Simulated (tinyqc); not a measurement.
Threshold spread from leakage statistics.

Inverse problem. VT is Gaussian with standard deviation s and Ioff goes as exp(-VT/(n Vt)), so Ioff is log-normal: mean/median = exp(w^2/2) with w = s/(n Vt). Find w, s, the relative standard deviation sqrt(exp(w^2) - 1) and the share of devices that leak more than the mean, erfc(w/(2 sqrt(2)))/2.

Parameters, values chosen for the exercise: temperature T = 400 K; subthreshold factor n = 1.21.

Constants: q = 1.602176634e-19 C, kB = 1.380649e-23 J/K, Vt = kB T/q. Results are converted to the units shown.

mean/median of the off current = 1.3122091

Solution. w = sqrt(2 ln(mean/median)); the mean lies w/2 standard deviations out in ln Ioff.

w = 0.7372
s = 30.75 mV
relative standard deviation = 0.8496
share above the mean = 35.62 %

Computed by the program tinyqc: `OMP_NUM_THREADS=1 python tinyqc.py 2090036 2090037 out.jsonl`, one thread of a shared Intel Xeon 2.30GHz, about 0.01 s for the whole run.
